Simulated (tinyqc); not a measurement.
Schottky diode by thermionic emission with image-force lowering and series resistance: one step of the calculation.

Metal on an n-type semiconductor with one parabolic valley; V > 0 is forward bias (metal positive). I = I0 [exp(Vj/(n Vt)) - 1] with Vj = V - I Rs; I0 = S A* T^2 exp(-(phi - dphi)/Vt), the lowering dphi taken at zero bias.

Problem. Junction voltage. Newton step for g(Vj) = Vj + Rs I0 [exp(Vj/(n Vt)) - 1] - V = 0: Vj(new) = Vj - g/g', g' = 1 + Rs I0 exp(Vj/(n Vt))/(n Vt).

Parameters, values chosen for the exercise; band and dielectric values close to those of cadmium telluride: temperature T = 350 K; ideality factor n = 1.04; series resistance Rs = 32 ohm; applied bias V = 0.67 V.

Constants: q = 1.602176634e-19 C, kB = 1.380649e-23 J/K, Vt = kB T/q. Results are converted to the units shown.

I0 = 2.3727626e-7 A
Vj at the start = 0.67 V

Give: Vj after iteration 1.

Solution.

Vj after iteration 1 = 0.6386 V

tinyqc, about 0.01 s, one thread, Intel Xeon 2.30GHz (shared host): `OMP_NUM_THREADS=1 python tinyqc.py 2640152 2640153 out.jsonl`
